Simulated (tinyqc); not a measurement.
# Reset of a mushroom phase-change cell, hemispherical electro-thermal model, step by step

Program tinyqc, `OMP_NUM_THREADS=1 python tinyqc.py 2490107 2490108 out.jsonl`; Intel Xeon 2.30GHz, shared host, one thread, about 0.01 s. Printed values are rounded.

Current spreads from a hemispherical contact of radius r0 into a large dome with constant rho and ka: j = I/(2 pi r^2). With s = r0/r the steady rise is T - T0 = c (b s - s^2), c = I^2 rho/(8 pi^2 ka r0^2). The heat lost through the heater, (T(r0) - T0)/Rh, fixes b = (2 + g)/(1 + g), g = 1/(2 pi ka r0 Rh).

Values chosen for this exercise; values of the order of Ge-Sb-Te and related chalcogenides:
```
symbol  value     unit                                            meaning
T0        300        K                                ambient temperature
Tm        877        K                                      melting point
r0         24       nm                       radius of the heater contact
rho       6.9  mohm cm                resistivity of the hot chalcogenide
ka       1.37  W/(m K)                           its thermal conductivity
Rh         10     K/uW  thermal resistance of the path through the heater
I        1100       uA                                      reset current
```

Range of the model: Constant properties, no latent heat, thermoelectric terms, boundary resistance or heating in the heater itself.

## Constants and melting current

The peak lies at s = b/2 with the rise c b^2/4; melting starts at the current where that equals Tm - T0, and the molten shell spans the roots of s^2 - b s + (Tm - T0)/c = 0 (s at most 1). Electrical resistance rho/(2 pi r0).

g = 0.484048
b = 1.67383
resistance = 0.457570 kohm
radius of the peak = 28.6767 nm
melting current = 862.477 uA
power at that current = 340.372 uW

## Temperature profile and molten shell

r, point 0 to 7 (nm): 24  27.6  32.4  38.4  48  62.4  84  120

As before.

c = 1339.99 K
T, point 0 to 7 (K): 1202.93  1237.14  1226.17  1178.39  1086.46  964.438  831.447  694.984
peak T = 1238.57 K
inner radius of the melt = 24 nm
outer radius of the melt = 75.5987 nm

The melt reaches the contact. In this hemispherical model any closed shell already blocks the current after the quench.
